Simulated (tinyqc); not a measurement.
# A spin-degenerate level with charging energy between two leads, rate equations, step by step

Program tinyqc, `OMP_NUM_THREADS=1 python tinyqc.py 2780044 2780045 out.jsonl`; Intel Xeon 2.30GHz, shared host, one thread, about 0.01 s. Printed values are rounded.

States 0, up, down and 2 with energies 0, e1 - Ez/2, e1 + Ez/2 and 2 e1 + U. mu_L = +V/2, mu_R = -V/2 (meV), f(x) = 1/(1 + exp(x/kB T)). A transition that adds one electron of given spin at the energy E has the rate G f(E - mu) from each lead, and its reverse G [1 - f(E - mu)]. I counts electrons leaving the left lead, times q.

Parameters, values chosen for the exercise: charging energy of the second electron U = 4.9 meV; level e1 = 1.49 meV; tunnel rate to the left lead GL = 1.2 1/ns; tunnel rate to the right lead GR = 1.4 1/ns; temperature T = 1.1 K; bias V = 2.9 mV; Zeeman splitting Ez = 1.1 meV; time step dt = 0.47 ns.

Constants: q = 1.602176634e-19 C, kB = 1.380649e-23 J/K, Vt = kB T/q. Results are converted to the units shown.

Range of the model: Rate equations need hbar G well below kB T; cotunnelling and the Kondo effect are left out.

## Transition energies and Fermi factors

Transition energies: 0-up e1 - Ez/2, 0-down e1 + Ez/2, up-2 e1 + U + Ez/2, down-2 e1 + U - Ez/2.

| transition | E (meV) | fL | fR (1e-11) |
|---|---|---|---|
| 0-up | 0.940000 | 0.9954146 | 1.121854 |
| 0-down | 2.040000 | 0.0019769 | 0.000010 |
| up-2 | 6.940000 | 0.0000000 | 0.000000 |
| down-2 | 5.840000 | 0.0000000 | 0.000000 |

## Rate matrix

dp/dt = W p; W_ji is the rate from state i to j, and each column sums to zero.

W (1/ns):

|  | 0 | up | down | 2 |
|---|---|---|---|---|
| 0 | -1.196870 | 1.405503 | 2.597628 | 0.000000 |
| up | 1.194497 | -1.405503 | 0.000000 | 2.600000 |
| down | 0.002372 | 0.000000 | -2.597628 | 2.600000 |
| 2 | 0.000000 | 0.000000 | 0.000000 | -5.200000 |

## Steady state and current

Steady state: W p = 0 with sum p = 1. I = q GL sum over transitions i-j of [fL p_i - (1 - fL) p_j].

p: 0 0.5403111, up 0.4591954, down 0.0004934, 2 0.0000000
mean number of electrons = 0.4596889
I = 103.1104 pA

In units of q GL GR/(GL + GR) = 104 pA the current is 0.996; two independent spin channels fully inside the bias window would give 2.

## Step 1: time step

p at the start: 0 1, up 0, down 0, 2 0

Explicit Euler step: p(new) = p + dt W p.

p after step 1: 0 0.4374712, up 0.5614138, down 0.0011150, 2 0.0000000

## Step 2: time step

As before.

p after step 2: 0 0.5636045, up 0.4361540, down 0.0002415, 2 0.0000000

## Relaxation from the empty dot

Stop when no probability changes by more than 1e-8 in a step, or after 60 steps.

Course of the iteration:

| step | p(0) | p(up) | p(down) / 1e-3 | p(2) / 1e-22 | largest change |
|---|---|---|---|---|---|
| 1 | 0.4374712 | 0.5614138 | 1.114977 | 0.000000 | 0.563 |
| 2 | 0.5636045 | 0.4361540 | 0.241489 | 0.048668 | 0.126 |
| 3 | 0.5349729 | 0.4644521 | 0.575065 | -0.059610 | 0.0286 |
| 4 | 0.5415479 | 0.4579826 | 0.469459 | 0.111248 | 6.58e-3 |
| 5 | 0.5400218 | 0.4594781 | 0.500117 | -0.140063 | 1.53e-3 |
| 6 | 0.5403795 | 0.4591289 | 0.491644 | 0.224162 | 3.58e-4 |
| 7 | 0.5402949 | 0.4592112 | 0.493914 | -0.302147 | 8.46e-5 |
| 8 | 0.5403150 | 0.4591916 | 0.493318 | 0.457942 | 2.01e-5 |
| 9 | 0.5403102 | 0.4591963 | 0.493472 | -0.639652 | 4.83e-6 |
| 10 | 0.5403114 | 0.4591952 | 0.493433 | 0.945281 | 1.16e-6 |
| 11 | 0.5403111 | 0.4591955 | 0.493443 | -1.343364 | 2.82e-7 |
| 12 | 0.5403112 | 0.4591954 | 0.493440 | 1.961440 | 6.84e-8 |
| 13 | 0.5403111 | 0.4591954 | 0.493441 | -2.810697 | 1.67e-8 |
| 14 | 0.5403111 | 0.4591954 | 0.493441 | 4.080269 | 4.08e-9 |

The steps settle after 14 steps (6.58 ns) on the steady state above. The decay rates of W are 2.55, 2.65 and 5.20 1/ns; stability needs dt below 2 over the largest, 0.385 ns.
